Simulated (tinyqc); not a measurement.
What each parameter does: cyclotron resonance of ellipsoidal valleys, Si type.

Valleys along [100], [010], [001] (each with its opposite partner), mass ml along the axis and mt across it. B lies in the (1-10) plane, b = (sin(theta)/sqrt2, sin(theta)/sqrt2, cos(theta)). For the angle phi between B and the axis, 1/mc^2 = cos^2(phi)/mt^2 + sin^2(phi)/(mt ml). Resonance: h nu = 2 muB B/mc, h = 2 pi hbar.

Constants: hbar = 6.58211957e-16 eV s; muB = 5.788381798e-05 eV/T.

Parameters, chosen for this exercise (near those of Si; shifted at random, so the results belong to these values and not to a real crystal): ml = 0.957 m0 (longitudinal mass); mt = 0.182 m0 (transverse mass); theta = 48 degrees (angle of B from [001] towards [110]); nu = 35 GHz (microwave frequency).

Resonance fields B = h nu mc/(2 muB) of the valleys [100] and [001]. Each row changes one parameter from the base and keeps the others.

Results:
```
case,[100] (T),[001] (T)
base,0.3538,0.3061
ml = 1.101 m0,0.3617,0.3100
mt = 0.2 m0,0.3825,0.3332
theta = 52 degrees,0.3424,0.3227
nu = 38.5 GHz,0.3891,0.3367
```

The largest shifts from the base row, up to three for each result and ties (the steps differ in size, so this ranks the rows, not the parameters). [100] (T): nu +0.0354, mt +0.0287, theta -0.0113. [001] (T): nu +0.0306, mt +0.0272, theta +0.0167.

Computed by tinyqc, a small Python program: `OMP_NUM_THREADS=1 python tinyqc.py 1280054 1280055 out.jsonl` (the numbers bound the seed that draws the inputs); one thread of a shared host (Intel(R) Xeon(R) Processor @ 2.30GHz), about 0.01 s for the whole set of steps.
